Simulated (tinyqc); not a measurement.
Inputs raised by 5 %, one at a time: oxide trap near a transistor channel: two-state multiphonon kinetics, telegraph noise and bias instability. Computed by tinyqc, a small Python program. Command: `OMP_NUM_THREADS=1 python tinyqc.py 3023333 3023334 out.jsonl oxidetrap sens`. One thread of a shared host (Intel(R) Xeon(R) Processor @ 2.30GHz), about 0.01 s of CPU time with the checks.

An n-channel device under positive gate bias. The trap is empty (state 1) or holds an electron (state 2); both states are parabolas of equal curvature, and the electron reservoir is taken at the Fermi level of the channel.

Inputs (values chosen for the exercise, with an insulator like SiO2 on silicon):
```
quantity                                value   unit
insulator constant eps_ox                3.91      -
insulator thickness t_ox                  6.5     nm
trap depth x from the interface          0.93     nm
tunnel barrier phi_b                     3.19     eV
tunnelling mass m_ox                     0.41    m_0
trap level above E_F at zero field E_t   0.36     eV
relaxation energy E_R                     2.1     eV
oxide field F                             3.1  MV/cm
attempt rate k_0 at the interface       3e+12    1/s
temperature T                             450      K
channel width W                            18     nm
channel length L                           88     nm
frequency f                             10000     Hz
stress time t_s                           0.4      s
```

Parts treated: one trap.

Constants: hbar^2/(2 m_0) = 3.80998212 eV angstrom^2; k_B = 8.617333262e-05 eV/K; e = 1.602176634e-19 C; eps_0 = 8.8541878128e-12 F/m.

Method:
- kappa = sqrt(2 m_ox phi_b)/hbar = sqrt(m_ox phi_b/(hbar^2/2m_0)); attenuation length lambda = 1/(2 kappa); factor exp(-x/lambda) for a rectangular barrier.
- E_21 = E_t - e F x is the energy of state 2 over state 1; barriers E_c = (E_R + E_21)^2/(4 E_R), E_e = E_c - E_21; tau_c = exp(E_c/k_B T)/(k_0 P), tau_e = exp(E_e/k_B T)/(k_0 P), P the tunnelling factor; occupation f_2 = tau_e/(tau_c + tau_e); 1/tau_0 = 1/tau_c + 1/tau_e.
- Charge-sheet step dV = e (t_ox - x)/(eps_ox eps_0 W L); Lorentzian spectrum S(f) = 4 dV^2 tau_0^2/((tau_c + tau_e)(1 + (2 pi f tau_0)^2)); corner 1/(2 pi tau_0); variance dV^2 f_2 (1 - f_2) = dV^2 tau_0/(tau_c + tau_e).
- From the zero-field occupation f(0), f(t) = f_2 + (f(0) - f_2) exp(-t/tau_0) under the field; after t_s the field is removed and f relaxes with the zero-field constants.

Runs:
```
input moved                                  from      to  capture time tau_c (s)  emission time tau_e (s)  corner frequency (Hz)  half-time of recovery (s)
base run                                        -       -                 0.03498                  0.00551                  33.46                  1.359e-04
trap depth x from the interface (nm)         0.93  0.9765                 0.04981                  0.01137                  17.20                  2.343e-04
trap level above E_F at zero field E_t (eV)  0.36   0.378                 0.04451                  0.00440                  39.71                  1.122e-04
oxide field F (MV/cm)                         3.1   3.255                 0.02888                  0.00659                  29.65                  1.359e-04
temperature T (K)                             450   472.5                 0.01755                  0.00302                  61.81                  8.728e-05
tunnelling mass m_ox (m_0)                   0.41  0.4305                 0.04578                  0.00721                  25.56                  1.778e-04
channel width W (nm)                           18    18.9                 0.03498                  0.00551                  33.46                  1.359e-04
stress time t_s (s)                           0.4    0.42                 0.03498                  0.00551                  33.46                  1.359e-04
```

Exponents ln(y'/y) / ln(x'/x):
```
input                                   capture time tau_c  emission time tau_e  corner frequency  half-time of recovery
trap depth x from the interface                      7.242               14.861           -13.642                 11.168
trap level above E_F at zero field E_t               4.940               -4.574             3.512                 -3.920
oxide field F                                       -3.926                3.692            -2.474                  0.000
temperature T                                      -14.131              -12.327            12.582                 -9.073
tunnelling mass m_ox                                 5.516                5.516            -5.516                  5.516
channel width W                                      0.000                0.000             0.000                  0.000
stress time t_s                                      0.000                0.000             0.000                  0.000
```

Among the inputs moved here: capture time tau_c answers most in size to temperature T (exponent -14.131), next to trap depth x from the interface (+7.242); its exponent is below 0.0005 for channel width W, stress time t_s. Emission time tau_e answers most in size to trap depth x from the interface (exponent +14.861), next to temperature T (-12.327); its exponent is below 0.0005 for channel width W, stress time t_s. Corner frequency answers most in size to trap depth x from the interface (exponent -13.642), next to temperature T (+12.582); its exponent is below 0.0005 for channel width W, stress time t_s. Half-time of recovery answers most in size to trap depth x from the interface (exponent +11.168), next to temperature T (-9.073); its exponent is below 0.0005 for oxide field F, channel width W, stress time t_s.
